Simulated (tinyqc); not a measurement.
Strong pi bonds keep dimers flat: buckled dimers of a reconstructed (001) surface, two dangling bonds a dimer.

In a dimer one atom moves up by z and the other down by z; the dangling bond of the up atom (more s-like) falls by gm z and that of the down atom rises by gm z. With all dimers tilted alike: H(k) = [[-gm z - 2 ta cos k, -tp - 2 tx cos k], [., gm z - 2 ta cos k]], k along the row in 1/a. Two electrons a dimer fill the lowest N of the 2N levels on the mesh k_j = (j + 1/2) pi/N. Total energy a dimer: W(z) = (2/N) sum of the filled levels + kf z^2. Repulsion between electrons is left out.

Inputs chosen for the exercise (of the size met on diamond (001); not measured data): ta = 0.12 eV (coupling between like atoms along the row); tx = 0.02 eV (diagonal coupling along the row); gm = 1.62 eV/angstrom (shift of a dangling bond with height); kf = 3.6 eV/angstrom^2 (force constant of buckling); N = 8 (k points).

tp is varied; z minimises W on 0 to 1 angstrom; gap on 201 points; charge moved: the mean of gm z/sqrt((gm z)^2 + h^2) over the mesh, h the off-diagonal element.

Against tp:
```
tp (eV),z (angstrom),gain (eV),gap (eV),charge moved (e)
0.10,0.4454,0.4097,0.9791,0.990
0.20,0.4325,0.3672,0.9792,0.961
0.45,0.3541,0.1075,0.9795,0.787
0.60,0.2562,0.0232,0.9798,0.569
0.80,0.0000,0.0000,1.1200,0.000
1.00,0.0000,0.0000,1.5200,0.000
1.30,0.0000,0.0000,2.1200,0.000
1.60,0.0000,0.0000,2.7200,0.000
```

Give the missing row, tp (eV) = 0.30.

Computed row:
```
tp (eV)  z (angstrom)  gain (eV)  gap (eV)  charge moved (e)
0.30           0.4099     0.2534    0.9793             0.911
```

Dimers buckle for tp up to 0.6 eV among these rows; for an isolated dimer the limit is gm^2/kf = 0.729 eV. While buckled, the splitting, on average over k, stays near 2 gm^2/kf = 1.458 eV whatever tp is, and beyond the limit it follows 2 tp; the gap is smaller by the width of the bands, about 4 ta = 0.48 eV.

Computed by tinyqc, a small Python program: `OMP_NUM_THREADS=1 python tinyqc.py 1450654 1450655 out.jsonl` (the numbers bound the seed that draws the inputs); one thread of a shared host (Intel(R) Xeon(R) Processor @ 2.30GHz), about 0.01 s for the whole set of steps.
